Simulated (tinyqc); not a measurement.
What each parameter does: delta-doped layer in the Thomas-Fermi potential.

All donors ionised in the plane z = 0, zero temperature, energies from the Fermi level EF of the Thomas-Fermi model, which lies at the bulk band edge; c = hbar^2/2m0, q = e^2/(4 pi eps0). Layer in a (001) plane: two valleys with m_z = ml, m_d = mt (unprimed) and four with m_z = mt, m_d = sqrt(ml mt) (primed); m3 = (ml mt^2)^(1/3), gv = 6. With n = (gv/3 pi^2)(m3 (-V)/c)^(3/2) and V'' = -(4 pi q/eps) n for z > 0, the solution is V = -b/(|z| + z0)^4 with sqrt(b) = 20/K, K = (4 pi q/eps)(gv/3 pi^2)(m3/c)^(3/2), and z0^5 = 4b/(e F0), e F0 = 2 pi q N/eps; 1e13/cm^2 = 1e-3/angstrom^2. Exchange and correlation are left out.

Subbands solve -(c/m_z) psi'' + V psi = E psi on 1280 points of spacing z0/80; up to ten levels for each group, kept if bound with an rms width below 2.5 z0.

Constants: hbar^2/2m0 = 3.80998211 eV angstrom^2; e^2/(4 pi eps0) = 14.39964547 eV angstrom.

Parameters, chosen for this exercise (near those of a delta-doped layer in Si; the results hold for these values, not for the real material):

| symbol | value | unit | meaning |
|---|---|---|---|
| ml | 0.935 | m0 | longitudinal mass |
| mt | 0.191 | m0 | transverse mass |
| eps | 11.8 |  | dielectric constant |
| N | 1.3 | x 1e13/cm^2 | donor sheet density |

z0, depth, lowest level and its rms width.

Results for these values:

| case | z0 (angstrom) | depth (eV) | lowest (eV) | rms z (angstrom) |
|---|---|---|---|---|
| base | 30.63 | 0.0763 | -0.0276 | 11.18 |

What happens to each result for ml = 1.075 m0, all else kept?

Answer: z0 falls from 30.63 to 29.79; depth falls from 0.0763 to 0.0742; lowest rises from -0.0276 to -0.0274; rms z falls from 11.18 to 10.55.

The same for each parameter in turn:

| case | z0 (angstrom) | depth (eV) | lowest (eV) | rms z (angstrom) |
|---|---|---|---|---|
| base | 30.63 | 0.0763 | -0.0276 | 11.18 |
| N = 0.78 x 1e13/cm^2 | 33.92 | 0.0507 | -0.0171 | 13.84 |
| eps = 10.6 | 28.72 | 0.0797 | -0.0280 | 10.98 |
| ml = 1.075 m0 | 29.79 | 0.0742 | -0.0274 | 10.55 |
| mt = 0.162 m0 | 32.71 | 0.0815 | -0.0315 | 10.74 |

Program tinyqc; command `OMP_NUM_THREADS=1 python tinyqc.py 1252312 1252313 out.jsonl`; about 0.1 s on one thread of a shared Intel(R) Xeon(R) Processor @ 2.30GHz.
